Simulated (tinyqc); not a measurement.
Electron continuity equation in a given potential, Scharfetter-Gummel discretisation: three discretisations compared.

Steady state in one dimension: J = q mu n E + q D dn/dx with E = -dpsi/dx and D = mu Vt, dJ/dx = q (n/tau - G), fixed densities nL and nR at the ends. The potential is given, psi = U x/L, and is not changed by the electrons.

12 equal intervals. Fluxes J_i = (q D/h)(n_(i+1) P_i - n_i Q_i), d_i = (psi_(i+1) - psi_i)/Vt: Scharfetter-Gummel P = B(d), Q = B(-d), B(d) = d/(exp(d) - 1); central P = 1 - d/2, Q = 1 + d/2; upwind P = 1 + max(-d, 0), Q = 1 + max(d, 0). Balance at each inner node: J_i - J_(i-1) = q h (n_i/tau - G). The reference is Scharfetter-Gummel on 2400 intervals.

Values chosen for this exercise; mobility close to that of In0.53Ga0.47As at room temperature: temperature T = 273 K; electron mobility mu = 10800 cm^2/(V s); length of the region L = 0.25 um; density at x = 0 nL = 8.9e15 cm^-3; density at x = L nR = 0 cm^-3; lifetime tau = 1.6e-12 s; uniform generation rate G = 0 cm^-3 s^-1; potential difference psi(L) - psi(0) U = 1.4 V.

Constants: q = 1.602176634e-19 C, kB = 1.380649e-23 J/K, Vt = kB T/q. Results are converted to the units shown.

Densities (cm^-3):
```
node  Scharfetter-Gummel   central    upwind  reference
0               8.900e15  8.900e15  8.900e15   8.900e15
1               8.881e15  8.882e15  8.881e15   8.881e15
2               8.862e15  8.860e15  8.862e15   8.862e15
3               8.843e15  8.847e15  8.843e15   8.843e15
4               8.824e15  8.815e15  8.824e15   8.824e15
5               8.805e15  8.827e15  8.805e15   8.805e15
6               8.786e15  8.736e15  8.786e15   8.786e15
7               8.767e15  8.887e15  8.766e15   8.767e15
8               8.748e15  8.467e15  8.741e15   8.748e15
9               8.729e15  9.392e15  8.689e15   8.729e15
10              8.710e15  7.149e15  8.468e15   8.710e15
11              8.631e15  1.237e16  7.240e15   8.631e15
12                     0         0         0          0
```

Largest errors as a share of the largest reference density listed: Scharfetter-Gummel 0.0015 %, central 42 %, upwind 16 %. The largest |d| is 4.96. Central differences oscillate from node to node, since P or Q changes sign once |d| exceeds 2. Upwinding stays positive but acts as if D were larger by the factor 1 + |d|/2, up to 3.48 here.

Range of the model: The drift velocity mu E exceeds 1e7 cm/s somewhere, where real mobilities no longer stay constant.

Numbers from tinyqc (`OMP_NUM_THREADS=1 python tinyqc.py 2220139 2220140 out.jsonl`; about 0.01 s on one thread of a shared Intel Xeon 2.30GHz).
